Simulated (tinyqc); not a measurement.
What each parameter does: six-band Luttinger-Kohn model with strain.

Six-band Luttinger-Kohn model in the basis |3/2,3/2>, |3/2,1/2>, |3/2,-1/2>, |3/2,-3/2>, |1/2,1/2>, |1/2,-1/2>, electron energies, zero at the top of the unstrained valence band. H = -[rows: (P+Q, -S, R, 0, -S/r2, r2 R); (-S*, P-Q, 0, R, -r2 Q, r32 S); (R*, 0, P-Q, S, r32 S*, r2 Q); (0, R*, S*, P+Q, -r2 R*, -S*/r2); (-S*/r2, -r2 Q, r32 S, -r2 R, P+Dso, 0); (r2 R*, r32 S*, r2 Q, -S/r2, 0, P+Dso)], r2 = sqrt(2), r32 = sqrt(3/2). Levels are twofold.

P = c g1 k^2 - av tr(e); Q = c g2 (kx^2 + ky^2 - 2 kz^2) - (b/2)(exx + eyy - 2 ezz); R = c sqrt3 [-g2 (kx^2 - ky^2) + 2i g3 kx ky] + (sqrt3/2) b (exx - eyy) - i d exy; S = 2 c sqrt3 g3 (kx - i ky) kz - d (exz - i eyz); c = hbar^2/2m0, e the strain tensor (not engineering shear).

s11 = (C11 + C12)/((C11 - C12)(C11 + 2 C12)), s12 = -C12/((C11 - C12)(C11 + 2 C12)), s44 = 1/C44; exx = s11 sxx + s12 (syy + szz) and cyclic, exy = s44 sxy/2; tension is positive. A uniaxial stress X along the unit vector n is s_ij = X n_i n_j.

Constants: hbar^2/2m0 = 3.80998211 eV angstrom^2.

Inputs chosen for the exercise (near those of Si; the results hold for these values, not for the real material): Dso = 0.045 eV (spin-orbit splitting); g1 = 4.3 (Luttinger gamma1); g2 = 0.34 (gamma2); g3 = 1.44 (gamma3); av = 2.41 eV (valence hydrostatic potential); b = -2.09 eV (tetragonal shear potential); d = -4.79 eV (trigonal shear potential); C11 = 167.9 GPa; C12 = 63.8 GPa; C44 = 80.1 GPa; load = uniaxial [100] (kind of stress); X = -1.04 GPa (stress).

Edges at k = 0 under a uniaxial [100] stress X and the curvature mass of the top pair along [100] (step 0.0002 1/angstrom).

One parameter was then changed.

Results before and after:
```
case     top (eV)  second (eV)  third (eV)  mass (m0)
base       0.0237      -0.0294     -0.0648      0.181
changed    0.0237      -0.0294     -0.0648      0.189
```

Which of these changes was made? (a) C12 = 76.56 GPa; (b) g2 = 0.272; (c) C11 = 201.48 GPa; (d) g3 = 1.152; (e) d = -3.832 eV; (f) b = -1.672 eV; (g) X = -0.832 GPa.

Answer: (b) g2 = 0.272. Of the candidates, run in turn, only this one gives the changed row.

All candidates:
```
case              top (eV)  second (eV)  third (eV)  mass (m0)
base                0.0237      -0.0294     -0.0648      0.181
b = -1.672 eV       0.0162      -0.0252     -0.0615      0.182
C12 = 76.56 GPa     0.0297      -0.0316     -0.0665      0.180
d = -3.832 eV       0.0237      -0.0294     -0.0648      0.181
X = -0.832 GPa      0.0179      -0.0235     -0.0598      0.182
g3 = 1.152          0.0237      -0.0294     -0.0648      0.181
C11 = 201.48 GPa    0.0155      -0.0234     -0.0599      0.182
g2 = 0.272          0.0237      -0.0294     -0.0648      0.189
```

The Luttinger parameters multiply k^2 and cannot move the edges; av shifts all edges alike and leaves the mass.

tinyqc: `OMP_NUM_THREADS=1 python tinyqc.py 1051520 1051521 out.jsonl`; about 0.03 s, one thread, shared Intel(R) Xeon(R) Processor @ 2.30GHz.
